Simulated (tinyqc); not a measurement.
# Worked calculation: small-signal admittance of a forward-biased p+-n diode

tinyqc, about 0.01 s, one thread, Intel Xeon 2.30GHz (shared host): `OMP_NUM_THREADS=1 python tinyqc.py 2890219 2890220 out.jsonl` Printed values are rounded.

Holes injected into a neutral base of width wb with an ohmic contact at its end; low injection, p0 far above the equilibrium density. A small voltage v exp(i w t), w = 2 pi f, modulates the edge density by p0 v/Vt, and the small-signal density obeys Dp d2p/dx2 = (1/tau + i w) p.

Inputs (values chosen for the exercise); permittivity close to that of silicon:
- T = 350 K (temperature)
- eps_r = 11.7 (relative permittivity)
- Nd = 1.1e16 cm^-3 (donor density of the base)
- Dp = 8.2 cm^2/s (hole diffusion coefficient)
- tau = 4e-6 s (hole lifetime)
- wb = 18 um (width of the neutral base)
- p0 = 1.1e14 cm^-3 (excess hole density at the junction edge)
- Na = 3e19 cm^-3 (acceptor density of the p+ side)
- f = 1.5e6 Hz (signal frequency)

Constants: q = 1.602176634e-19 C, kB = 1.380649e-23 J/K, Vt = kB T/q, eps0 = 8.8541878128e-14 F/cm where lengths are in cm. Results are converted to the units shown.

## Closed-form admittance

L = sqrt(Dp tau); direct current J = (q Dp p0/L) coth(wb/L); k = sqrt(1 + i w tau)/L; diffusion admittance Y = (q Dp p0/Vt) k coth(k wb) = G + i w C_diff; junction capacitance C_j = sqrt(q eps0 eps_r Nd/(2 Vr)) in the depletion approximation, with the remaining barrier Vr = Vt ln(Na/p0), a rough value under forward bias; base-width modulation is left out.

L = 57.2713 um
J = 0.0829132 A/cm^2
k wb = 1.38276+1.34656i
Y = 3.45617+3.01539i S/cm^2
C_diff = 0.319943 uF/cm^2
C_j = 0.0491753 uF/cm^2

G is 1.26 times its low-frequency value J/Vt, and C_diff is 6.51 times C_j.

## The same by finite differences

8 equal intervals, h = wb/8; u = small-signal density over its edge value, u_0 = 1, u_8 = 0; u_(i-1) + b u_i + u_(i+1) = 0 with b = -2 - h^2 (1/tau + i w)/Dp; Y = (q Dp p0/(Vt h)) (-b/2 - u_1), which includes the half box at the edge.

b = -2.00154-0.05819i
u, node 1 to 7: 0.839234-0.113800i  0.686384-0.178944i  0.545006-0.204426i  0.416364-0.198511i  0.299915-0.168675i  0.193744-0.121650i  0.094950-0.063538i
Y on the mesh = 3.44008+3.04303i S/cm^2

Against the closed form the real part is 0.47 % below it and the imaginary part 0.92 % above it; |k h| = 0.24.
